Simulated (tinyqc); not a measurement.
Electron continuity equation in a given potential, Scharfetter-Gummel discretisation: one step of the calculation.

Steady state in one dimension: J = q mu n E + q D dn/dx with E = -dpsi/dx and D = mu Vt, dJ/dx = q (n/tau - G), fixed densities nL and nR at the ends. The potential is given, psi = U x/L, and is not changed by the electrons.

Task. Tridiagonal system for the inner nodes. Row i (1 to 8): B(-d_(i-1)) n_(i-1) + b_i n_i + B(d_i) n_(i+1) = f_i with b_i = -B(-d_i) - B(d_(i-1)) - h^2/(D tau) and f_i = -G h^2/D; the known end values are moved to the right: f_1 loses B(-d_0) nL and f_8 loses B(d_8) nR. h = L/9, D = mu Vt.

Parameters, values chosen for the exercise; mobility close to that of silicon at room temperature: temperature T = 450 K; electron mobility mu = 1330 cm^2/(V s); length of the region L = 0.29 um; density at x = 0 nL = 1.3e14 cm^-3; density at x = L nR = 0 cm^-3; lifetime tau = 6.8e-13 s; uniform generation rate G = 7.1e25 cm^-3 s^-1.

Constants: q = 1.602176634e-19 C, kB = 1.380649e-23 J/K, Vt = kB T/q. Results are converted to the units shown.

```
interval	B(d_i)	B(-d_i)
0	0.80044812	1.2302451
1	0.80044812	1.2302451
2	0.80044812	1.2302451
3	0.80044812	1.2302451
4	0.80044812	1.2302451
5	0.80044812	1.2302451
6	0.80044812	1.2302451
7	0.80044812	1.2302451
8	0.80044812	1.2302451
```

Wanted: diagonal b; right side f.

Result.

```
node	diagonal b	right side f (cm^-3)
1	-2.3267	-1.7423e14
2	-2.3267	-1.4293e13
3	-2.3267	-1.4293e13
4	-2.3267	-1.4293e13
5	-2.3267	-1.4293e13
6	-2.3267	-1.4293e13
7	-2.3267	-1.4293e13
8	-2.3267	-1.4293e13
```

Numbers from tinyqc (`OMP_NUM_THREADS=1 python tinyqc.py 2220120 2220121 out.jsonl`; about 0.01 s on one thread of a shared Intel Xeon 2.30GHz).
